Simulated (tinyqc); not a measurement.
Leakage currents through a thin dielectric: one step, computed by the program tinyqc. Command: `OMP_NUM_THREADS=1 python tinyqc.py 3026638 3026639 out.jsonl leak walk`. One thread of a shared host (Intel(R) Xeon(R) Processor @ 2.30GHz), about 0.02 s of CPU time with the checks.

Electrons leave an electrode with Fermi energy E_F above its band bottom; barriers are counted from the Fermi level, and both electrodes are alike.

Problem. Fields. Field F = V/t; equivalent oxide thickness 3.9 t/k.

Inputs (values chosen for the exercise, modelled on HfO2): static permittivity k = 21.2; thickness t = 1.4 nm; voltage V = 0.54 V.

Stack: single layer.

Give: field F; equivalent oxide thickness.

Solution.

field F = 3.857 MV/cm

equivalent oxide thickness = 0.2575 nm
